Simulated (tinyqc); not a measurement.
Arrhenius fit: deep-level transient spectroscopy (DLTS) of one majority-carrier trap. Computed by tinyqc, a small Python program. Command: `OMP_NUM_THREADS=1 python tinyqc.py 3025129 3025130 out.jsonl dlts walk`. One thread of a shared host (Intel(R) Xeon(R) Processor @ 2.30GHz), about 0.06 s of CPU time with the checks.

A filling pulse loads the traps in a one-sided junction; under reverse bias they empty at the rate e, and the capacitance relaxes as C(t) = C_0 - dC exp(-e t). The signal is S = [C(t_2) - C(t_1)]/dC.

Inputs (values chosen for the exercise, for a model semiconductor):

| quantity | value | unit |
|---|---|---|
| density-of-states mass m | 0.0858 | m_0 |
| valleys M | 1 | - |
| trap depth E_t | 0.171 | eV |
| cross-section sigma_0 | 1.4e-15 | cm^2 |
| degeneracy ratio g | 0.5 | - |
| gate time t_1 | 0.007 | s |
| ratio t_2/t_1 | 2.5 | - |
| capture barrier E_b | 0.2 | eV |

Carriers: electrons. Extra term: capture barrier.

Constants: k_B = 8.617333262e-05 eV/K; k_B = 1.380649e-23 J/K; m_0 = 9.1093837015e-31 kg; h = 6.62607015e-34 J s.

Method:
- e = g sigma v N_b exp(-E/k_B T), v = sqrt(3 k_B T/m), N_b = 2 M (2 pi m k_B T/h^2)^(3/2), sigma = sigma_0 exp(-E_b/k_B T), E = E_t.
- S(e) = exp(-e t_1) - exp(-e t_2) peaks at the rate window e_0 = ln(t_2/t_1)/(t_2 - t_1).
- t_1 is scaled by 0.1, 0.3, 1, 3, 10 and 30 at fixed t_2/t_1; each T_p by bisection.
- Least squares of ln(e_0/T_p^2) on 1/(k_B T_p): slope -E_a, intercept ln(gamma sigma_a) with gamma = v N_b/T^2 = sqrt(3 k_B/m) 2 M (2 pi m k_B/h^2)^(3/2). For comparison, the slope of ln e_0 alone.

Arrhenius data:

| t_1 (s) | e_0 (1/s) | T_p (K) | 1/(k_B T_p) (1/eV) | ln(e_0/T_p^2) |
|---|---|---|---|---|
| 0.0007 | 872.658 | 260.353 | 44.5722 | -4.35254 |
| 0.0021 | 290.886 | 245.743 | 47.2221 | -5.33565 |
| 0.0070 | 87.266 | 231.425 | 50.1437 | -6.41956 |
| 0.0210 | 29.089 | 219.682 | 52.8242 | -7.41402 |
| 0.0700 | 8.727 | 208.055 | 55.7762 | -8.50923 |
| 0.2100 | 2.909 | 198.429 | 58.4821 | -9.51310 |

apparent depth E_a = 0.37100 eV

intercept = 12.184

gamma = 2.7941e+20 cm^-2 s^-1 K^-2

apparent cross-section = 7.0000e-16 cm^2

slope without T^2 = 0.41001 eV

What follows from these numbers?

The apparent depth is 0.3710 eV against E_t = 0.171 eV, and the apparent cross-section is 0.500 times sigma_0 (the degeneracy ratio): the capture barrier adds to the slope, so the true depth needs a separate measurement of capture. Leaving out the T^2 factor overstates the slope by 39 meV, about 2 k_B T_p.

Extremes, crossings and ranges named in words are read from the listed rows.
